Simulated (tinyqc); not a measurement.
From results back to parameters: static screening by free carriers. Three cases, with inputs chosen for the exercise.

Problem. At zero temperature the gas shows Friedel oscillations of period pi/kF and a Thomas-Fermi length 1/qTF; n and m are hidden.

kF = (3 pi^2 n/Mv)^(1/3), EF = c kF^2/m with c = hbar^2/2m0, n in 1/angstrom^3 (1e-24 per 1/cm^3), e2 = e^2/(4 pi eps0). Thomas-Fermi: qTF^2 = 6 pi e2 n/(eps EF). Debye: qD^2 = 4 pi e2 n/(eps kB T).

Constants: hbar^2/2m0 = 3.80998211 eV angstrom^2; e^2/(4 pi eps0) = 14.39964547 eV angstrom.

Find: kF; n; m.

Method. kF = pi/period and n = Mv kF^3/(3 pi^2); qTF^2 = 2 e2 Mv m kF/(pi eps c) then gives m.

Case 1.

Values chosen (out of a larger set: near those of GaN; not measured data): Mv = 1 (valleys); eps = 8.94 (background dielectric constant).

period = 58.9956 angstrom
1/qTF = 18.3154 angstrom

Solution.

kF = 0.05325 1/angstrom
n = 5.10e+18 1/cm^3
m = 0.208 m0

Case 2.

Values chosen (out of a larger set: a free-electron density near that of Ag; not measured data): Mv = 1 (valleys); eps = 1 (background dielectric constant).

period = 2.61891 angstrom
1/qTF = 0.588614 angstrom

Solution.

kF = 1.200 1/angstrom
n = 5.83e+22 1/cm^3
m = 1.000 m0

Case 3.

Values chosen (out of a larger set: a free-electron density near that of Au; not measured data): Mv = 1 (valleys); eps = 1 (background dielectric constant).

period = 2.61146 angstrom
1/qTF = 0.587777 angstrom

Solution.

kF = 1.203 1/angstrom
n = 5.88e+22 1/cm^3
m = 1.000 m0

Computed by tinyqc, one run a case: `OMP_NUM_THREADS=1 python tinyqc.py N N+1 out.jsonl` with N = 1680728, 1680738, 1680757; one thread of a shared Intel(R) Xeon(R) Processor @ 2.30GHz, about 0.01 s a run at most.
